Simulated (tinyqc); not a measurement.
# Off-state leakage of single and stacked transistors: what changes with what

n-channel devices of unit width. Subthreshold current I(Vg, Vs, Vd) = I0 (T/300 K)^0.5 exp[(Vg - Vs - VT(T) - gb (Vs - Vb) + dd (Vd - Vs))/(nf Vt)] (1 - exp(-(Vd - Vs)/Vt)), VT(T) = VT - cT (T - 300 K). Gate-edge tunnelling Ig (Vd/1 V) exp(ag (Vd - 1 V)), for a gate at 0 V, and band-to-band leakage Ab u exp(-Bb/u), u = Vd - Vb + 1 V, flow at a drain held at V; both are taken as independent of T. In a stack of off transistors (all gates at 0 V) the same subthreshold current passes through each.

Parameters, values chosen for the exercise; values of the order met in bulk silicon logic transistors: temperature T = 330 K; supply voltage V = 0.8 V; threshold at 300 K, zero drain and body bias VT = 0.45 V; fall of the threshold with temperature cT = 0.6 mV/K; current at threshold at 300 K I0 = 0.77 uA/um; slope factor nf = 1.27; drain-induced lowering per volt dd = 0.08; rise of the threshold per volt of source-body bias gb = 0.18; gate-edge tunnelling current at 1 V Ig = 1e-5 uA/um; exponential slope of the gate current ag = 3.2 1/V; prefactor of band-to-band leakage at the drain Ab = 20 uA/(um V); its exponential voltage Bb = 24 V; body voltage Vb = 0 V.

Constants: q = 1.602176634e-19 C, kB = 1.380649e-23 J/K, Vt = kB T/q. Results are converted to the units shown.

Each table varies one quantity; the others keep the values above.

## Subthreshold current against the height of the stack

All n gates at 0 V, bottom source at 0 V, top drain at V; node voltages follow from equal currents.

Subthreshold current against the height of the stack:
```
n,I (nA/um),reduction factor,drain voltage of the bottom device (mV),source voltage of the top device (mV),voltage across the top device (V)
1,0.030332,1.0000,800.00,0,0.80000
2,0.0048734,6.2240,52.408,52.408,0.74759
3,0.0026078,11.631,18.876,70.330,0.72967
4,0.0017774,17.065,11.643,81.318,0.71868
5,0.0013475,22.510,8.4296,89.254,0.71075
6,0.0010849,27.959,6.6085,95.469,0.70453
```

The second transistor cuts the current by a factor of 6.22, the third by a further 1.87 and the sixth by 1.24. The top device keeps 88.1 % of the supply at n = 6, while the drain voltage of the bottom one falls to 0.232 Vt.

## Leakage components against the body voltage

Same model as above.

One transistor with Vg = Vs = 0, Vd = V; stack factor I(one)/I(two in series).

The same in every row: gate edge (nA/um) = 0.0042183; stack factor = 6.2240.

Leakage components against the body voltage:
```
Vb (V),subthreshold (nA/um),band-to-band (nA/um),total (nA/um),largest part
0.2,0.082188,0.0097889,0.096195,subthreshold
0,0.030332,0.058305,0.092856,band-to-band
-0.2,0.011194,0.24577,0.26118,band-to-band
-0.4,0.0041312,0.80481,0.81316,band-to-band
-0.6,0.0015247,2.1792,2.1849,band-to-band
-0.8,5.6268e-4,5.0948,5.0996,band-to-band
-1,2.0766e-4,10.609,10.613,band-to-band
-1.2,7.6638e-5,20.128,20.132,band-to-band
-1.4,2.8284e-5,35.397,35.402,band-to-band
```

As Vb goes from 0.2 to -1.4, the total leakage goes from 0.0962 through a minimum of 0.0929 (at Vb = 0 among the rows listed) to 35.4 nA/um. The subthreshold part leads at Vb = 0.2, the band-to-band part from 0 on. The exact minimum lies at Vb = 0.0915 V: reverse body bias lowers the subthreshold part by a decade every nf Vt ln 10/gb = 0.462 V but raises the band-to-band part. The reduction by a stack of two stays at 6.22, for the subthreshold part alone. For Vb = 0.2 the body is forward biased; the junction current, left out, is still small at this voltage.

Numbers from tinyqc (`OMP_NUM_THREADS=1 python tinyqc.py 2242185 2242186 out.jsonl`; about 0.03 s on one thread of a shared Intel Xeon 2.30GHz).
